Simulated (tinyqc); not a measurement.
Changing the overpotential eta: bottom-up copper filling of a trench by curvature-enhanced accelerator coverage. Computed by tinyqc, a small Python program. Command: `OMP_NUM_THREADS=1 python tinyqc.py 3005751 3005752 out.jsonl superfill sweep`. One thread of a shared host (Intel(R) Xeon(R) Processor @ 2.30GHz), about 0.1 s of CPU time with the checks.

A rectangular trench keeps vertical walls and a flat floor. An accelerator floats on the surface; where area is lost in the corners it is passed on to the floor.

Inputs (values chosen for the exercise, close to those used for damascene copper plating):

| quantity | value | unit |
|---|---|---|
| trench width w | 310 | nm |
| aspect ratio h/w | 3.1 | - |
| exchange current of the suppressed surface i_0 | 0.04 | mA/cm^2 |
| exchange current of the accelerated surface i_1 | 1.2 | mA/cm^2 |
| transfer coefficient alpha | 0.46 | - |
| starting coverage theta_0 | 0.027 | - |
| adsorption rate k_a | 0 | 1/s |
| cupric ion concentration C | 0.8 | mol/l |
| diffusivity D | 5.8e-06 | cm^2/s |
| boundary layer delta | 42 | um |
| temperature T | 298 | K |

Constants: e = 1.602176634e-19 C; N_A = 6.02214076e+23 1/mol; k_B = 8.617333262e-05 eV/K.

Method. Kinetic current i_k = [i_0 (1 - theta) + i_1 theta] exp(alpha eta/(k_B T)), limit i_L = 2 F D C/delta, i = 1/(1/i_k + 1/i_L); velocity v = i Omega/(2F), Omega = 7.11 cm^3/mol, F = e N_A. Depletion inside the trench is ignored. Half width x, floor height y, depth h = aspect ratio x w. dx/dt = -v_s, dy/dt = v_b. d theta_b/dt = k_a (1 - theta_b) + [theta_s v_b + theta_b v_s]/x: the floor takes the accelerator of the wall it covers and keeps its own as it narrows. d theta_s/dt = k_a (1 - theta_s). theta_b is capped at 1. Integrate (tolerance 1e-9) until the walls meet (x = 0.02 w/2) or the floor passes the original mouth y = h. Start: x = w/2, y = 0, theta_b = theta_s = theta_0. Height filled = y/h, opening left = x/(w/2).

One run for each value:

| overpotential eta (V) | ratio v(1)/v(theta_0) | share of the height filled from the floor | opening left, as a share of w | time at the end (s) |
|---|---|---|---|---|
| 0.060 | 16.57 | 0.6596 | 0.02 | 1975 |
| 0.098 | 16.33 | 0.6539 | 0.02 | 1001 |
| 0.140 | 15.80 | 0.6415 | 0.02 | 473 |
| 0.170 | 15.15 | 0.6259 | 0.02 | 277 |
| 0.210 | 13.74 | 0.5917 | 0.02 | 136 |
| 0.250 | 11.58 | 0.5375 | 0.02 | 68 |
| 0.280 | 9.56 | 0.4843 | 0.02 | 40 |
| 0.320 | 6.78 | 0.4046 | 0.02 | 21 |
| 0.360 | 4.47 | 0.3283 | 0.02 | 11 |

Over the rows, ratio v(1)/v(theta_0) falls from 16.6 to 4.47 (exponent d ln y / d ln x -0.030 between the first rows and -3.5 between the last); share of the height filled from the floor falls from 0.660 to 0.328 (exponent d ln y / d ln x -0.018 between the first rows and -1.8 between the last); opening left, as a share of w does not change. A high overpotential drives the accelerated surface towards the diffusion limit first, which lowers the contrast in speed.

Caution (all rows): real profiles develop slanted corners, and accelerator is consumed; both are left out.
